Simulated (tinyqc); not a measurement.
# Worked calculation: bandgap voltage reference from two bipolar transistors

tinyqc, about 0.02 s, one thread, Intel Xeon 2.30GHz (shared host): `OMP_NUM_THREADS=1 python tinyqc.py 2062112 2062113 out.jsonl` Printed values are rounded.

Two transistors of area 1 and N carry the same current I. Is(T) = Is (T/T0)^eta exp[(Vg0 q/kB)(1/T0 - 1/T)], VBE1 = Vt ln(I/Is(T)) + I rb, VBE2 = Vt ln(I/(N Is(T))) + I rb/N. The amplifier forces I R1(T) = VBE1 - VBE2 + Vos, with R(T) = R (1 + tc (T - T0)) for both resistors, and the output is Vref = VBE1 + I R2(T). Base currents and the Early effect are neglected.

Values chosen for this exercise; values of the order met in silicon bipolar transistors:
- T0 = 300 K (reference temperature)
- Vg0 = 1.171 V (band-gap voltage extrapolated to 0 K)
- eta = 3.2 (temperature exponent of the saturation current)
- Is = 1.7e-18 A (saturation current of the unit transistor at T0)
- N = 8 (area ratio of the second transistor)
- R1 = 2.1 kohm (resistor across which the difference of VBE falls, at T0)
- tc = 0 ppm/K (temperature coefficient of both resistors)
- Vos = 1.5 mV (offset of the amplifier)
- rb = 12 ohm (series resistance of the unit transistor)
- R2 = 16.96 kohm (output resistor at T0)
- T = 398 K (temperature)

Constants: q = 1.602176634e-19 C, kB = 1.380649e-23 J/K. Results are converted to the units shown.

## Operating point at the reference temperature

Vt = kB T/q; I = (Vt ln N + Vos)/(R1(T) - rb (1 - 1/N)). Evaluate at T = T0.

Vt = 0.0258520 V
I = 26.4454 uA
Is(T) = 1.7e-18 A
VBE1 = 0.785584 V
I R2 = 0.448514 V
Vref = 1.23410 V

## Operating point at another temperature

Vt = kB T/q; I = (Vt ln N + Vos)/(R1(T) - rb (1 - 1/N)).

Vt = 0.0342970 V
I = 34.8498 uA
Is(T) = 2.93177e-13 A
VBE1 = 0.638120 V
I R2 = 0.591052 V
Vref = 1.22917 V

From T0 to T, VBE1 changes by -147 mV and I R2 by 143 mV, which leaves -4.93 mV in Vref.

## Resistor for zero slope at T0, ideal case

With tc = 0, Vos = 0 and rb = 0 the current is proportional to T, dVBE/dT = (VBE - Vg0 - (eta - 1) Vt)/T, and Vref has zero slope at T0 when Vref = Vg0 + (eta - 1) Vt0. Find VBE1, its slope, that Vref, R2/R1 and the curvature d2Vref/dT2 = -(eta - 1) kB/(q T0).

VBE1 = 0.784426 V
dVBE/dT = -1.47816 mV/K
Vref = 1.22787 V
R2/R1 = 8.24902
curvature = -0.631938 uV/K^2
